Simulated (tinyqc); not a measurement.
One-sided p+-n junction, ionisation integral and breakdown: one step of the calculation.

A p+ layer at x < 0 and an n drift layer from x = 0. Depletion approximation, built-in voltage neglected. Local ionisation coefficients alpha_n = an exp(-(bn/E)^mx), alpha_p = ap exp(-(bp/E)^mx). Electrons move towards +x, holes towards x = 0.

Question. Ionisation integrals by the trapezoid rule. G(x) = integral from 0 to x of (alpha_n - alpha_p); I_n = integral of alpha_n exp(-G) (electrons injected at x = 0), I_p = integral of alpha_p exp(G(end) - G) (holes injected at the far edge); M = 1/(1 - I). All integrals by the trapezoid rule on the grid.

x, point 0 to 12 (um): [0.000000, 1.524726, 3.049452, 4.574177, 6.098903, 7.623629, 9.148355, 10.673081, 12.197806, 13.722532, 15.247258, 16.771984, 18.296709]
alpha_n, point 0 to 12 (1/cm): [606.05672, 395.21783, 247.90203, 148.74163, 84.800857, 45.570137, 22.855543, 10.569277, 4.4384434, 1.6602526, 0.53964677, 0.14755643, 0.032504845]
alpha_p, point 0 to 12 (1/cm): [2143.0466, 1531.1564, 1061.0447, 710.03166, 456.43207, 280.07506, 162.78180, 88.758828, 44.863482, 20.704524, 8.5558298, 3.0861170, 0.93919193]

Give: G; alpha_n exp(-G); I_n; I_p; M_n; M_p.

Answer.

G, point 0 to 12: [0.00000, -0.20377, -0.35236, -0.45715, -0.52827, -0.57448, -0.60302, -0.61965, -0.62869, -0.63323, -0.63529, -0.63613, -0.63642]
alpha_n exp(-G), point 0 to 12 (1/cm): [606.06, 484.55, 352.62, 234.95, 143.82, 80.94, 41.77, 19.64, 8.32, 3.13, 1.02, 0.28, 0.06]
I_n = 0.25525
I_p = 0.60188
M_n = 1.3427
M_p = 2.5118

Computed by the program tinyqc: `OMP_NUM_THREADS=1 python tinyqc.py 2120115 2120116 out.jsonl`, one thread of a shared Intel Xeon 2.30GHz, about 0.06 s for the whole run.
